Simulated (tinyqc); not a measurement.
Double-gate transistor below threshold, two-dimensional Poisson equation on a small mesh: two steps of the calculation.

Half of a symmetric double-gate structure: row 0 is the mid-plane of the body, where the normal field vanishes. Mobile charge is neglected (subthreshold), the body is fully depleted, and potentials are counted from the intrinsic level; rows run upward to the gate, columns from source to drain.

Values chosen for this exercise; semiconductor permittivity made up:

| symbol | value | unit | meaning |
|---|---|---|---|
| eps_r | 11.9 |  | relative permittivity of the semiconductor |
| eox | 25 |  | relative permittivity of the insulator |
| tb | 6 | nm | half the body thickness |
| tox | 7.2 | nm | insulator thickness |
| L | 33 | nm | channel length |
| Na | 0 | cm^-3 | acceptor density of the depleted body |

Constants: q = 1.602176634e-19 C, eps0 = 8.8541878128e-14 F/cm where lengths are in cm. Results are converted to the units shown.

Task 1. Coefficients of the five-point equations. Mesh: rows i = 0..1 in the semiconductor (step hs = tb/1, row 1 on the interface), then 1 step(s) ho = tox/1 up to the gate row 2; columns j = 0..4 (step hy = L/4). Box integration, divided by eps0: up_i = eps hy/h of the interval above row i, dn_i = that of the interval below (0 for row 0), lat_i = (sum of eps h/2 over the intervals above and below)/hy, s_i = -q Na w_i hy/eps0 with w_i the semiconductor height of the box (hs/2 for row 0 and the interface row, hs between, 0 in the insulator). Each free node obeys (up + dn + 2 lat) psi = up psi(above) + dn psi(below) + lat [psi(left) + psi(right)] + s.

Find: up; dn; lat; s.

Result 1.

```
row     up     dn    lat  s (V)
0    16.36      0  4.327      0
1    28.65  16.36  15.24      0
```

Task 2. Gauss-Seidel sweep. Free nodes: rows 0..1, columns 1..3, taken row by row from row 0, left to right. t = (up psi(above) + dn psi(below) + lat [psi(left) + psi(right)] + s)/(up + dn + 2 lat), with the newest neighbours; psi(new) = t.

psi at the start (fixed values on the edges, free nodes linear between source and drain columns) (V):
```
               j=0          j=1          j=2          j=3          j=4
row 0   0.51000000   0.58500000   0.66000000   0.73500000   0.81000000
row 1   0.51000000   0.58500000   0.66000000   0.73500000   0.81000000
row 2  -0.01000000  -0.01000000  -0.01000000  -0.01000000  -0.01000000
```

```
row         up         dn        lat  s (V)
0    16.362500          0  4.3272727      0
1    28.645833  16.362500  15.236364      0
```

Wanted: psi after iteration 1.

Result 2.

psi after iteration 1 (V):
```
            j=0       j=1       j=2       j=3       j=4
row 0   0.51000   0.58500   0.66000   0.73500   0.81000
row 1   0.51000   0.35919   0.36015   0.39174   0.81000
row 2  -0.01000  -0.01000  -0.01000  -0.01000  -0.01000
```

Program tinyqc, `OMP_NUM_THREADS=1 python tinyqc.py 2480049 2480050 out.jsonl`; Intel Xeon 2.30GHz, shared host, one thread, about 0.1 s.
